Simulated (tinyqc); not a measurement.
From results back to parameters: free and nearly free electrons in a metal. Five cases, with inputs chosen for the exercise.

Problem. A free-electron metal with 4 atoms in the cubic cell and z electrons an atom has EF = c kF^2/m, (hbar omega_p)^2 = 8 pi c (e^2/(4 pi eps0)) n/m and kF = (3 pi^2 n)^(1/3), c = hbar^2/2m0.

Constants: hbar^2/2m0 = 3.80998211 eV angstrom^2; e^2/(4 pi eps0) = 14.39964547 eV angstrom.

Find: kF; m; z.

Method. (hbar omega_p)^2/EF = (8/(3 pi)) (e^2/(4 pi eps0)) kF gives kF; EF then gives m, and n = kF^3/(3 pi^2) gives z.

Case 1.

Values chosen (out of a larger set: near those of Ca; not measured data): a = 5.585 angstrom (fcc lattice constant).

EF = 4.67610 eV
hbar omega_p = 7.95733 eV

Solution.

kF = 1.1078 1/angstrom
m = 1.00 m0
z = 2.00

Case 2.

Values chosen (out of a larger set: near those of Co, whose d bands this model ignores; not measured data): a = 3.553 angstrom (fcc lattice constant).

EF = 10.13526 eV
hbar omega_p = 14.68781 eV

Solution.

kF = 1.7414 1/angstrom
m = 1.14 m0
z = 2.00

Case 3.

Values chosen (out of a larger set: near those of Cu, whose d bands this model ignores; not measured data): a = 3.62 angstrom (fcc lattice constant).

EF = 4.93785 eV
hbar omega_p = 9.04858 eV

Solution.

kF = 1.3566 1/angstrom
m = 1.42 m0
z = 1.00

Case 4.

Values chosen (out of a larger set: near those of Cu, whose d bands this model ignores; not measured data): a = 3.613 angstrom (fcc lattice constant).

EF = 7.03895 eV
hbar omega_p = 10.81397 eV

Solution.

kF = 1.3592 1/angstrom
m = 1.00 m0
z = 1.00

Case 5.

Values chosen (out of a larger set: near those of Cu, whose d bands this model ignores; not measured data): a = 3.65 angstrom (fcc lattice constant).

EF = 6.89696 eV
hbar omega_p = 10.64996 eV

Solution.

kF = 1.3454 1/angstrom
m = 1.00 m0
z = 1.00

Computed by tinyqc, one run a case: `OMP_NUM_THREADS=1 python tinyqc.py N N+1 out.jsonl` with N = 1652764, 1680007, 1680118, 1680156, 1680180; one thread of a shared Intel(R) Xeon(R) Processor @ 2.30GHz, about 0.01 s a run at most.
